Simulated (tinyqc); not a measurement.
Inside a calculation: pair of shallow donors (hydrogen-like orbitals). Values are carried at full precision from step to step, so a last printed digit may differ when a step is redone from the rounded ones.

Each donor has the orbital exp(-r/a); energy unit Ha* = q/(eps a), q = e^2/(4 pi eps0), so that a lone donor is bound by Ha*/2; x = R/a. One electron: S = (1 + x + x^2/3) exp(-x), j = 1/x - (1 + 1/x) exp(-2x), k = (1 + x) exp(-x); levels E(+/-) = -1/2 - (j +/- k)/(1 +/- S) in Ha*, without the repulsion of the ions, split by D = |E(-) - E(+)|. In six valleys the overlaps S and k are multiplied by v = [cos(K Rx) + cos(K Ry) + cos(K Rz)]/3, K = k0 (2 pi/a_lat), for isotropic envelopes and the symmetric valley state.

Constants: e^2/(4 pi eps0) = 14.39964547 eV angstrom; hbar = 6.58211957e-16 eV s.

Inputs chosen for the exercise (near those of two donors in Si; the results hold for these values, not for the real material):
```
symbol  value                unit        meaning
a       18.1                 angstrom    orbital radius
eps     11.6                             dielectric constant
n       (11.25, 0.25, 0.25)  a_lat       separation vector
a_lat   5.431                angstrom    lattice constant
k0      0.849                2 pi/a_lat  valley position
dV      2.1                  D           detuning between the donors, in units of D
```

## Distance and integrals

Give Ha*, R, x, S, j, k and v.

Ha* = 68.583 meV
R = 61.13 angstrom
x = 3.3773

S, j, k: 0.27924  0.29458  0.14944

v = -0.1596

## One electron on two donors

Give both levels, the splitting D = |E(-) - E(+)| and the tunnelling frequency D/(2 pi hbar).

E(+), E(-) (meV): -53.725  -55.199

D = 1.473 meV
frequency = 356.2 GHz

The second ion deepens the mean level by 20.17 meV, against Ha*/x = 20.31 meV for a point charge. Without the valley factor D would be 9.99 meV; v is negative, so the odd combination lies lower.

## Detuning by a gate

Two-level picture for one electron: with detuning u = dV D the splitting is sqrt(D^2 + u^2) and the lower state has weight (1 + u/sqrt(D^2 + u^2))/2 on the lower donor; the field needed is u/(e R), 1 meV/angstrom = 100 kV/cm.

splitting = 3.426 meV
weight = 0.951
field = 5.06 kV/cm

## Two electrons and exchange

Two electrons, Heitler-London: with S' = (1 - x + x^2/3) exp(x), C = 1/x - exp(-2x)(1/x + 11/8 + 3x/4 + x^2/6), X = (1/5){exp(-2x)(25/8 - 23x/4 - 3x^2 - x^3/3) + (6/x)[S^2 (0.5772157 + ln x) + S'^2 Ei(-4x) - 2 S S' Ei(-2x)]}, Q = C - 2j + 1/x and A = X - 2 S k + S^2/x, the singlet and triplet lie at (Q +/- w A)/(1 +/- w S^2) from two lone donors, with the valley weight w = v^2; the exchange is J = triplet - singlet.

Give C, X, Q, A and J.

C, X, Q, A (Ha*): 0.2890  0.03615  -0.004094  -0.02422

J = 83.5 micro-eV

A swap of the two spins takes pi hbar/J = 0.0248 ns (hbar = 6.58212e-16 eV s). Against the one-electron splitting D = 1.47 meV, J/D = 0.057: exchange needs both electrons to tunnel and falls as exp(-2x), D as exp(-x).

## Checks

- Heitler-London binding at x = 1.6425 against the known 0.1160 hartree: both 0.1160.
- Overlap S by quadrature in spheroidal coordinates against the formula: both 0.27924.

(tinyqc, `OMP_NUM_THREADS=1 python tinyqc.py 1250443 1250444 out.jsonl`, Intel(R) Xeon(R) Processor @ 2.30GHz, 1 thread, shared host, about 0.01 s.)
